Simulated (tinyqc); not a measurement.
# From width parameter Delta back to uniaxial anisotropy K_u

Model: domain walls in a thin film with perpendicular anisotropy: Bloch, Neel and chiral walls, motion and stripe domains. Computed by tinyqc, a small Python program. Command: `OMP_NUM_THREADS=1 python tinyqc.py 3020513 3020514 out.jsonl mwall inv`. One thread of a shared host (Intel(R) Xeon(R) Processor @ 2.30GHz), about 0.04 s of CPU time with the checks.

One-dimensional wall: polar angle theta(x), azimuth phi of the moment in the wall (phi = 0 Neel, 90 degrees Bloch). mu_0 = 1.25663706212e-6 T m/A, gamma = 1.76085963023e11 rad/(s T).

Inputs (values chosen for the exercise, for a model film): saturation magnetisation M_s = 1040 kA/m; exchange stiffness A = 16 pJ/m.

Method. K_eff = K_u - mu_0 M_s^2/2; Delta = sqrt(A/K_eff); sigma_0 = 4 sqrt(A K_eff); profile theta = 2 arctan exp(x/Delta); quality factor Q = 2 K_u/(mu_0 M_s^2).

Question. A run gave the result below. Find the uniaxial anisotropy K_u, known to lie between 730 and 1200 kJ/m^3.

width parameter Delta = 8.288297 nm

Answer.

Each step takes the trial c = (a f_b - b f_a)/(f_b - f_a), f being the result less the target and a, b, c the logarithms of the listed values; c replaces end b, the old b replaces a if the sign of f changed, and otherwise f_a is halved.

Scan of the range:
```
uniaxial anisotropy K_u (kJ/m^3)  width parameter Delta (nm)
730                                                  17.8155
793                                                  11.8777
862                                                   9.3656
936                                                   7.8994
1020                                                  6.8558
1100                                                  6.1691
1200                                                  5.5448
```

False position (Illinois rule, in the logarithm of the input) inside the bracket:
```
step    end a    end b    trial  width parameter Delta (nm)
1     862.000  936.000  915.773                     8.23067
2     862.000  915.773  910.433                     8.32533
3     915.773  910.433  912.518                     8.28798
4     910.433  912.518  912.500                     8.28830
5     910.433  912.500  912.500                     8.28830
6     912.500  912.500  912.500                     8.28830
```

Width parameter Delta falls at every point of a 13-point scan of the range (every second point is shown), so one value fits; it is bracketed by 862 and 936. Answer: uniaxial anisotropy K_u = 912.5 kJ/m^3.
